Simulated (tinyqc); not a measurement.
Film and buried-oxide thickness from two coupling ratios.

Inverse problem. In a depleted film -dVT/dVb is k1 = Cs Cbox/(Cox (Cs + Cbox)) for a front channel and k2 = Cbox (Cox + Cs)/(Cox Cs) for a back channel, with Cox = eps0 eox/tox, Cs = eps0 eps_r/ts, Cbox = 3.9 eps0/tb. Find ts and tb.

Inputs (values chosen for the exercise); band and dielectric values close to those of silicon:
```
symbol  value  unit                                                                 meaning
eps_r    11.5                                                         relative permittivity
eox       3.9        relative permittivity of the gate insulator (close to silicon dioxide)
tox       2.5    nm                                                     insulator thickness
```

coupling ratios for a front and a back channel: [0.051990090, 0.12413527]

Answer. With y = Cox/Cs and z = Cox/Cbox, 1/k1 = y + z and k2 = (1 + y)/z, so y = (k2/k1 - 1)/(1 + k2); the thicknesses follow from y and z.

ts = 9.10 nm
tb = 45.0 nm

Computed by the program tinyqc: `OMP_NUM_THREADS=1 python tinyqc.py 2190167 2190168 out.jsonl`, one thread of a shared Intel Xeon 2.30GHz, about 0.5 s for the whole run.
